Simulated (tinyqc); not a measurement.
Full spectrum, Debye and Einstein heat capacities: Born-von Karman spring model of a cubic crystal with one atom per cell. Computed by tinyqc, a small Python program. Command: `OMP_NUM_THREADS=1 python tinyqc.py 3010585 3010586 out.jsonl springs walk`. One thread of a shared host (Intel(R) Xeon(R) Processor @ 2.30GHz), about 0.2 s of CPU time with the checks.

First neighbours lie at a/2 (1,1,0) (12 of them), second at a (1,0,0) (6), with all permutations and signs; the volume per atom is Omega = a^3/4. Two shells of springs match a real metal only roughly, above all at the zone boundary.

Inputs (values chosen for the exercise, modelled on gold): lattice constant a = 4.08 angstrom; atomic mass M = 196.97 u; radial spring k1L = 2.28 eV/angstrom^2; transverse spring k1T = -0.32 eV/angstrom^2; radial spring k2L = 0.24 eV/angstrom^2; transverse spring k2T = -0.072 eV/angstrom^2.

Lattice: fcc.

Constants: 1 eV/angstrom^3 = 160.2176634 GPa; u = 1.6605390666e-27 kg; hbar = 1.054571817e-34 J s; k_B = 1.380649e-23 J/K; nu for 1 eV/(angstrom^2 u) = 15.6333042 THz; h x 1 THz = 4.135667696 meV; k_B = 8.617333262e-05 eV/K.

Method:
- [ij,kl] = (1/(2 Omega)) sum_R K_ij R_k R_l; C11 = [xx,xx], C44 = [xx,yy], C12 = 2 [xy,xy] - C44; B = (C11 + 2 C12)/3; Zener ratio A = 2 C44/(C11 - C12). K(R) = kL n n^T + kT (1 - n n^T).
- rho = M/Omega and v = sqrt(C/rho), with C = C11, C44, C44 along [100]; (C11 + C12 + 2 C44)/2, C44, (C11 - C12)/2 along [110]; (C11 + 2 C12 + 4 C44)/3 and twice (C11 - C12 + C44)/3 along [111].
- Christoffel matrix G_xx = C11 n_x^2 + C44 (1 - n_x^2), G_xy = (C12 + C44) n_x n_y, with eigenvalues rho v^2; v_m^-3 is the mean of v^-3 over three branches and all directions (12 Gauss-Legendre points in cos(theta) times 24 angles phi = (j + 1/2) pi/12); q_D = (6 pi^2/Omega)^(1/3); Theta = hbar v_m q_D/k_B.
- A neighbour at R with unit vector n couples by the matrix K(R) = kL n n^T + kT (1 - n n^T), and D(q) = (1/M) sum_R K(R) [1 - cos(q.R)].
- An eigenvalue lambda of D in eV/(angstrom^2 u) gives nu = 15.6333042 THz x sqrt(lambda).
- Mesh: q = sum_i (m_i + 1/2)/n b_i, m_i = 0..n-1, with b = [[-1, 1, 1], [1, -1, 1], [1, 1, -1]] in 2 pi/a; sums are averages over the n^3 points (here n = 14), per atom.
- With x = h nu/(k_B T) and n = 1/(exp(x) - 1) for each mode: F = k_B T [x/2 + ln(1 - exp(-x))], U = k_B T x (n + 1/2), S/k_B = x n - ln(1 - exp(-x)), C/k_B = x^2 n (n + 1).
- Debye: C = 9 k_B (T/Theta)^3 int_0^(Theta/T) x^4 e^x/(e^x - 1)^2 dx with the elastic Theta. Einstein: three modes at the root-mean-square frequency. The last column is the Theta that makes the Debye formula give the full C at that T.

elastic Debye temperature = 152.576 K

root-mean-square frequency = 2.8945 THz

Heat capacity (k_B/atom):
```
T (K)  full spectrum   Debye  Einstein  Theta from C (K)
18            0.3618  0.3571    0.0796            151.81
27            0.8203  0.8942    0.4683            159.63
38            1.3433  1.5024    1.0919            166.61
53            1.8681  2.0489    1.7433            171.81
76            2.3316  2.4728    2.2878            175.37
110           2.6435  2.7301    2.6312            177.36
150           2.7984  2.8504    2.7945            178.26
230           2.9112  2.9350    2.9104            178.87
```

The apparent Theta runs from 152 to 179 K against the elastic 153 K; at high T it tends to sqrt(5/3) h nu_rms/k_B = 179 K. At the lowest T the Debye value is 0.99 and the Einstein value 0.22 times the full one. At the highest T Debye misses by 0.82 % and Einstein by 0.026 %.

Extremes, crossings and ranges named in words are read from the listed rows.
